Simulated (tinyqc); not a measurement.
Dispersion against the sound-wave line: Born-von Karman spring model of a cubic crystal with one atom per cell. Computed by tinyqc, a small Python program. Command: `OMP_NUM_THREADS=1 python tinyqc.py 3026852 3026853 out.jsonl springs walk`. One thread of a shared host (Intel(R) Xeon(R) Processor @ 2.30GHz), about 0.1 s of CPU time with the checks.

First neighbours lie at a/2 (1,1,1) (8 of them), second at a (1,0,0) (6), with all permutations and signs; the volume per atom is Omega = a^3/2. Two shells of springs match a real metal only roughly, above all at the zone boundary.

Inputs (values chosen for the exercise, modelled on molybdenum):
```
quantity                value           unit
atomic mass M           95.95              u
radial spring k1L        3.84  eV/angstrom^2
transverse spring k1T  -0.029  eV/angstrom^2
radial spring k2L         3.4  eV/angstrom^2
transverse spring k2T   -0.22  eV/angstrom^2
```

Lattice: bcc.

Constants: nu for 1 eV/(angstrom^2 u) = 15.6333042 THz.

Method:
- A neighbour at R with unit vector n couples by the matrix K(R) = kL n n^T + kT (1 - n n^T), and D(q) = (1/M) sum_R K(R) [1 - cos(q.R)].
- An eigenvalue lambda of D in eV/(angstrom^2 u) gives nu = 15.6333042 THz x sqrt(lambda).
- The last column divides the top branch by the straight line with its slope at G. End points in 2 pi/a: H = (1, 0, 0), N = (0.5, 0.5, 0).

Frequencies (THz) along two lines:
```
line  fraction of the way    nu 1    nu 2    nu 3  nu 3 / linear
G-H                  0.10  1.0214  1.0214  2.1366        0.98696
G-H                  0.25  2.5305  2.5305  4.9845        0.92097
G-H                  0.40  3.9652  3.9652  7.0060        0.80906
G-H                  0.55  5.2460  5.2460  7.9688        0.66926
G-H                  0.70  6.2707  6.2707  7.9663        0.52568
G-H                  0.85  6.9366  6.9366  7.4644        0.40565
G-H                  1.00  7.1678  7.1678  7.1678        0.33110
G-N                  0.10  0.7204  0.8823  1.4369        0.99589
G-N                  0.25  1.7623  2.1583  3.5150        0.97450
G-N                  0.40  2.7067  3.3151  5.3990        0.93549
G-N                  0.55  3.5017  4.2886  6.9845        0.88016
G-N                  0.70  4.1031  5.0252  8.1841        0.81033
G-N                  0.85  4.4778  5.4841  8.9315        0.72827
G-N                  1.00  4.6050  5.6399  9.1852        0.63662
```

Along G-H the top branch ends at 33 % of its linear extrapolation. Along G-N the top branch ends at 64 % of its linear extrapolation, which is the 2/pi of a pure sine: planes normal to this line couple to their next planes alone. A Debye model keeps the straight line throughout.
